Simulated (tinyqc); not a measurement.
Speciation in dilute and buffered hydrofluoric acid, oxide etch rate and bath loading. From one set of inputs to another, one input at a time. Computed by tinyqc, a small Python program. Command: `OMP_NUM_THREADS=1 python tinyqc.py 3120589 3120590 out.jsonl hfetch ladder`. One thread of a shared host (Intel(R) Xeon(R) Processor @ 2.30GHz), about 0.01 s of CPU time with the checks.

Concentrations stand for activities, NH4+ and Cl- are spectators, and water ionisation is neglected. H, F and HF2 denote the ions H+, F- and HF2-. The base temperature is 298 K.

The inputs printed are set A. Inputs not listed in the table keep their values of set A, so the rows need not describe a real material.

Inputs (values chosen for the exercise, of the order of those for thermal oxide at room temperature): HF added = 0.098 mol/L; NH4F added = 0 mol/L; HCl added = 0.71 mol/L; K1 = [H][F]/[HF] = 0.000682 mol/L; K2 = [HF2]/([HF][F]) = 3.67 L/mol; K3 = [H2F2]/[HF]^2 = 2.88 L/mol; rate constant of neutral HF k_a = 12 nm L/(min mol); rate constant of HF2 k_b = 57 nm L/(min mol); activation energy = 0.44 eV; temperature error = 1.3 K; oxide removed per wafer = 6.3 nm.

Constants: k_B = 8.617333262e-05 eV/K.

Method:
- Fluoride balance: [HF] + [F] + 2 [HF2] + 2 [H2F2] = HF added + NH4F added. Acid balance: [H] + [HF] + [HF2] + 2 [H2F2] = HF added + HCl added. For a trial [H], [HF] = [H][F]/K1, and the fluoride balance is a quadratic in [F].
- The root is refined to 1e-13 in pH = -log10 [H].
- Rate = k_a ([HF] + 2 [H2F2]) + k_b [HF2], an empirical two-term form.
- Time = oxide/rate; a temperature error changes the rate by exp((E_a/k_B)(1/298 - 1/(298 + error))) - 1.

Each row keeps all changes above it:
```
input moved                                           from        to  etch rate (nm/min)  [HF2] (mol/L)  share of HF2 in the rate (%)
set A                                                    -         -               1.176     1.7183e-05                         0.083
K1 = [H][F]/[HF] (mol/L)                          0.000682  0.000714               1.176     1.7988e-05                         0.087
HCl added (mol/L)                                     0.71         0               1.151     1.4538e-03                         7.202
K2 = [HF2]/([HF][F]) (L/mol)                          3.67      3.41               1.147     1.3624e-03                         6.770
rate constant of neutral HF k_a (nm L/(min mol))        12       8.6               0.844     1.3624e-03                         9.201
rate constant of HF2 k_b (nm L/(min mol))               57        65               0.855     1.3624e-03                        10.358
HF added (mol/L)                                     0.098       2.3              20.713     2.1615e-02                         6.783
K3 = [H2F2]/[HF]^2 (L/mol)                            2.88      2.57              20.772     2.2872e-02                         7.157
```

Where does the difference come from?

Etch rate goes from 1.18 to 20.8, a factor 17.7 in all. The largest single move comes from HF added (a factor 24.2). [HF2] goes from 1.72e-5 to 0.0229, a factor 1330 in all. The largest single move comes from HCl added (a factor 80.8). Share of HF2 in the rate goes from 0.0833 to 7.16, a factor 85.9 in all. The largest single move comes from HCl added (a factor 82.6). The single moves hold for this order of the switches; the total does not depend on the order.

Caution (rows set A, K1 = [H][F]/[HF]): at ionic strengths above about 0.5 mol/L activities differ much from concentrations, so pH and rates are only indicative.

Extremes, crossings and ranges named in words are read from the listed rows.
